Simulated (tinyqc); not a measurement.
From results back to parameters: two-level Kane dispersion of a narrow-gap semiconductor. Two cases, with inputs chosen for the exercise.

Problem. In the two-level Kane model E = Eg/2 + sqrt(Eg^2/4 + (2/3) Ep c k^2), c = hbar^2/2m0, and the momentum mass is m(k) = (3/(2 Ep)) sqrt(Eg^2 + (8/3) Ep c k^2). It is given at the Fermi wave vectors kF = (3 pi^2 n)^(1/3) of two densities (1 cm^-3 = 1e-24 angstrom^-3).

Constants: hbar^2/2m0 = 3.80998211 eV angstrom^2.

Case 1.

Values chosen (out of a larger set: near those of GaSb; not measured data): n12 = (1.3e+16, 1.9e+18) cm^-3 (two densities).

masses at the two densities (m0): 0.04168790  0.05371363

Case 2.

Values chosen (out of a larger set: a narrow-gap II-VI alloy; not measured data): n12 = (1.6e+16, 1.4e+18) cm^-3 (two densities).

masses at the two densities (m0): 0.01219715  0.03951375

Find: kF^2; Ep; edge mass; |Eg|.

Solution. m^2 = m0*^2 + (6 c/Ep) kF^2 is a straight line in kF^2: the slope gives Ep, the intercept the edge mass, and |Eg| = (2/3) Ep m0*. The sign of Eg does not enter. The two-level form takes Dso as infinite, which overstates the mass where Dso is not large against Eg.

Case 1.

kF^2 (1/angstrom^2): 5.2915e-05  0.0014682

Ep = 28.2 eV
edge mass = 0.04117 m0
|Eg| = 0.774 eV

Case 2.

kF^2 (1/angstrom^2): 6.0771e-05  0.0011977

Ep = 18.4 eV
edge mass = 0.00856 m0
|Eg| = 0.105 eV

Computed by tinyqc, one run a case: `OMP_NUM_THREADS=1 python tinyqc.py N N+1 out.jsonl` with N = 1050604, 1050612; one thread of a shared Intel(R) Xeon(R) Processor @ 2.30GHz, about 0.01 s a run at most.
